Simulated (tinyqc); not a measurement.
# Changing the reactive partial pressure P

Model: Berg model of reactive sputtering of a nitride or oxide: poisoning, hysteresis and pumping speed. Computed by tinyqc, a small Python program. Command: `OMP_NUM_THREADS=1 python tinyqc.py 3023557 3023558 out.jsonl berg sweep`. One thread of a shared host (Intel(R) Xeon(R) Processor @ 2.30GHz), about 0.03 s of CPU time with the checks.

A diatomic gas reacts with bare metal on the target and on the collecting surfaces; ions remove metal and compound from the target. theta_t and theta_c are the compound fractions.

Inputs (values chosen for the exercise, close to those used for titanium nitride):
```
quantity                         value     unit
ion current density J               48  mA/cm^2
target area A_t                    280     cm^2
collecting area A_c               5000     cm^2
metal yield Y_m                   0.55        -
compound yield Y_c                0.16        -
sticking coefficient alpha         0.4        -
reactive atoms per metal atom z      1        -
gas mass M                          28        u
pumping speed S                    540      l/s
gas temperature T                  300        K
```

Constants: e = 1.602176634e-19 C; u = 1.6605390666e-27 kg; k_B = 1.380649e-23 J/K.

Method. Ion flux j = J/e; gas flux F = P/sqrt(2 pi M k_B T). Target: (2/z) alpha F (1 - theta_t) = j Y_c theta_t. Sputtered flows F_c = j Y_c theta_t A_t, F_m = j Y_m (1 - theta_t) A_t. Collector: (2/z) alpha F (1 - theta_c) A_c + F_c (1 - theta_c) = F_m theta_c. Gas use Q = alpha F [(1 - theta_t) A_t + (1 - theta_c) A_c] + P S/(k_B T); 1 sccm = 4.4780e17 molecules/s. Rate R = F_m + F_c, given relative to j Y_m A_t.

One run for each value:
```
reactive partial pressure P (Pa)  total flow Q (sccm)  rate relative to clean metal  theta_t  theta_c
5.00e-04                                         6.15                       0.98339  0.02343  0.11862
1.10e-03                                        11.90                       0.96445  0.05013  0.23312
2.30e-03                                        19.86                       0.92953  0.09938  0.40070
5.00e-03                                        28.91                       0.86281  0.19348  0.61758
1.10e-02                                        34.82                       0.75505  0.34545  0.81281
2.30e-02                                        36.63                       0.62801  0.52460  0.92526
5.00e-02                                        39.71                       0.49953  0.70579  0.97730
1.10e-01                                        52.71                       0.40386  0.84070  0.99427
2.30e-01                                        84.96                       0.34983  0.91691  0.99856
5.00e-01                                       162.01                       0.31929  0.95998  0.99968
```

Over the rows, total flow Q (sccm) rises from 6.15 to 162 (exponent d ln y / d ln x between 0.069 and 0.84); rate relative to clean metal falls from 0.983 to 0.319 (exponent d ln y / d ln x -0.025 between the first rows and -0.12 between the last); theta_t rises from 0.0234 to 0.960 (exponent d ln y / d ln x 0.96 between the first rows and 0.059 between the last). Q rises throughout these rows.

Extremes, crossings and ranges named in words are read from the listed rows.
